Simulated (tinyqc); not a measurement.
Inside a calculation. Model: abrupt p-n junction, non-linear Poisson equation by Newton steps.

Numbers from tinyqc (`OMP_NUM_THREADS=1 python tinyqc.py 2000119 2000120 out.jsonl`; about 0.02 s on one thread of a shared Intel Xeon 2.30GHz). Printed values are rounded; ~0 in a residual or rate marks an entry under 1e-11 of the largest of its column.

One dimension, p side on the left, n side on the right; net doping C = -Na for x < 0 and +Nd for x > 0. The potential psi is counted from the intrinsic level, and the quasi-Fermi potentials are flat: 0 for holes and -V for electrons, so n = ni exp((psi + V)/Vt) and p = ni exp(-psi/Vt) (Boltzmann statistics, full ionisation, no current).

Values chosen for this exercise; band and dielectric values close to those of cadmium telluride:
- T = 300 K (temperature)
- Eg = 1.52 eV (band gap)
- eps_r = 10.1 (relative permittivity)
- Nc = 8.02e17 cm^-3 (conduction-band density of states at T)
- Nv = 1.8e19 cm^-3 (valence-band density of states at T)
- Na = 4e15 cm^-3 (acceptor density of the p side)
- Nd = 3.6e17 cm^-3 (donor density of the n side)
- V = 0 V (bias of the p side against the n side)

Constants: q = 1.602176634e-19 C, kB = 1.380649e-23 J/K, Vt = kB T/q, eps0 = 8.8541878128e-14 F/cm where lengths are in cm. Results are converted to the units shown.

Range of the model: The donor density exceeds a fifth of the band density of states, where Boltzmann statistics begin to fail.

## Intrinsic density, end potentials and Debye lengths

ni = sqrt(Nc Nv) exp(-Eg/(2 Vt)), Eg in volts; psi_p = -Vt ln(Na/ni), psi_n = Vt ln(Nd/ni) - V; Debye length sqrt(eps0 eps_r Vt/(q N)).

ni = 6.49061e5 cm^-3
psi_p = -0.582750 V
psi_n = 0.699079 V
Debye length, p side = 60.0616 nm
Debye length, n side = 6.33105 nm

## Net doping on the mesh

x, node 0 to 12 (nm): -1310  -475  -170  -58.1  -17.5  -2.7  2.7  8.83  15.8  23.7  32.6  42.7  54.2

C = -Na for x < 0 and +Nd for x > 0, taken at the nodes.

net doping C, node 0 to 12 (cm^-3): -4e15  -4e15  -4e15  -4e15  -4e15  -4e15  3.6e17  3.6e17  3.6e17  3.6e17  3.6e17  3.6e17  3.6e17

## Couplings between neighbouring nodes

a_i = eps0 eps_r/h_i for the interval from node i to i + 1, with h_i = x_(i+1) - x_i in cm.

coupling a_i, interval 0 to 11 (F/cm^2): 1.07099e-8  2.93204e-8  7.99172e-8  2.20264e-7  6.04238e-7  1.65606e-6  1.45885e-6  1.28303e-6  1.13199e-6  1.00480e-6  8.85419e-7  7.77629e-7

## Starting potential

The parabolas of an abrupt Na-Nd junction in the depletion approximation: psi_p + q Na (x + xp)^2/(2 eps0 eps_r) for -xp < x < 0, psi_n - q Nd (xn - x)^2/(2 eps0 eps_r) for 0 < x < xn, flat outside, with W = sqrt(2 eps0 eps_r (psi_n - psi_p)(1/Na + 1/Nd)/q), xp = W Nd/(Na + Nd), xn = W Na/(Na + Nd), psi_p = -Vt ln(Na/ni), psi_n = Vt ln(Nd/ni) - V.

psi at the start, node 0 to 12 (V): -0.582750  -0.531313  0.063895  0.449428  0.611494  0.673510  0.694152  0.699079  0.699079  0.699079  0.699079  0.699079  0.699079

## Iteration 1: densities, residual and Jacobian diagonal

n_i = ni exp((psi_i + V)/Vt), p_i = ni exp(-psi_i/Vt), rho_i = p_i - n_i + C_i, g_i = (n_i + p_i)/Vt. Box widths w_i = (h_(i-1) + h_i)/2 in cm. Residual F_i = a_i (psi_(i+1) - psi_i) - a_(i-1) (psi_i - psi_(i-1)) + q rho_i w_i; Jacobian: a_(i-1) and a_i beside the diagonal, b_i = -a_(i-1) - a_i - q g_i w_i on it. The two end nodes are fixed.

```
node   n (cm^-3)   p (cm^-3)
0     1.05320e-4        4e15
1     7.70233e-4  5.46951e14
2      7.68559e6     54814.3
3     2.30328e13   0.0182904
4     1.21600e16  3.46446e-5
5     1.33894e17  3.14637e-6
6     2.97522e17  1.41596e-6
7         3.6e17  1.17022e-6
8         3.6e17  1.17022e-6
9         3.6e17  1.17022e-6
10        3.6e17  1.17022e-6
11        3.6e17  1.17022e-6
12        3.6e17  1.17022e-6
```

```
node  residual F (C/cm^2)  diagonal b (F/cm^2)
1             -1.46338e-8          -2.33245e-7
2            -2.54848e-17          -1.09238e-7
3            -2.81382e-11          -3.01270e-7
4             -5.39666e-9          -1.03325e-6
5             -2.56032e-8          -3.09840e-6
6             -2.12236e-8          -4.17791e-6
7             -7.18889e-9          -4.20325e-6
8                      ~0          -4.07384e-6
9                      ~0          -4.01091e-6
10                     ~0          -4.00976e-6
11                     ~0          -4.07263e-6
```

## Iteration 1: Newton step

Solve the tridiagonal system a_(i-1) d_(i-1) + b_i d_i + a_i d_(i+1) = -F_i for nodes 1 to 11, with d = 0 on fixed nodes. Each component d is damped to sign(d) Vt ln(1 + |d|/Vt) before it is added.

Newton step d, before damping, node 1 to 11 (V): -0.0675743  -0.0384573  -0.0277747  -0.0239083  -0.0218274  -0.0166543  -0.0083689  -0.0028773  -0.0008694  -0.0002288  -0.0000498
psi after iteration 1, node 0 to 12 (V): -0.582750  -0.564527  0.040336  0.430565  0.594565  0.657686  0.681296  0.691829  0.696351  0.698224  0.698852  0.699030  0.699079

## Course of the Newton iteration

Stop when the largest undamped |d| is below 1e-9 V, or after 80 iterations.

Course of the iteration:
```
iteration  largest |F| (C/cm^2)  largest |d| (V)  at node
1                       2.56e-8           0.0676        1
2                       1.14e-8           0.0141        4
3                       3.59e-9          4.99e-3        4
4                      4.52e-10          6.26e-4        4
5                      6.67e-12          9.87e-6        4
6                      1.10e-15          2.36e-9        4
7                       < 1e-20          < 1e-14        4
```

Converged in 7 iterations. Once the step is below 0.1 Vt, 3 more iteration(s) reach the threshold: near the solution the error is roughly squared each time.

## Converged densities, field and charge

converged psi, node 0 to 12 (V): -0.582750  -0.566158  0.030022  0.415911  0.578142  0.642676  0.670582  0.687038  0.694784  0.697765  0.698732  0.699004  0.699079

n and p as above; field E_i = -(psi_(i+1) - psi_i)/h_i on each interval; charge on either side of the peak Q = eps0 eps_r |E|max (Gauss).

```
node   n (cm^-3)   p (cm^-3)
0     1.05320e-4        4e15
1     2.00098e-4  2.10537e15
2      2.07313e6   2.03209e5
3     6.29923e12   0.0668780
4     3.34685e15  1.25874e-4
5     4.06223e16  1.03707e-5
6     1.19556e17  3.52369e-6
7     2.25951e17  1.86448e-6
8     3.04891e17  1.38174e-6
9     3.42151e17  1.23127e-6
10    3.55195e17  1.18605e-6
11    3.58949e17  1.17365e-6
12        3.6e17  1.17022e-6
```

field E, interval 0 to 11 (kV/cm): -0.1987  -19.5469  -34.4852  -39.9582  -43.6042  -51.6787  -26.8443  -11.1137  -3.7730  -1.0868  -0.2691  -0.0657
peak |E| = 51.6787 kV/cm
charge Q = 46.2149 nC/cm^2

## Check against the exact first integral and the depletion approximation

ni = sqrt(Nc Nv) exp(-Eg/(2 Vt)), Eg in volts. Exact first integral for an abrupt junction with thick neutral sides: psi_p = -Vt ln(Na/ni), psi_n = Vt ln(Nd/ni) - V, psi_j = (Nd psi_n + Na psi_p - Vt (Nd - Na))/(Na + Nd) at the junction, n_j = ni exp((psi_j + V)/Vt), p_j = ni exp(-psi_j/Vt), and E_j^2 = (2 q/(eps0 eps_r)) [Nd (psi_n - psi_j - Vt) + Vt (n_j + p_j)] (minority densities of the neutral sides neglected). Depletion approximation: Vbi = Vt ln(Na Nd/ni^2), W = sqrt(2 eps0 eps_r (Vbi - V)(1/Na + 1/Nd)/q), xp = W Nd/(Na + Nd), xn = W Na/(Na + Nd), peak field 2 (Vbi - V)/W, capacitance eps0 eps_r/W.

psi_j = 0.659710 V
exact field at the junction = 49.7090 kV/cm
Vbi = 1.28183 V
W = 601.422 nm
peak field in the depletion approximation = 42.6266 kV/cm

The depletion approximation gives a peak field 14 % below the exact one, since carriers spilling over from the heavily doped side add charge next to the junction. The 13-node mesh above gave 51.68 kV/cm on the interval that holds the junction, 4.0 % above the exact value.
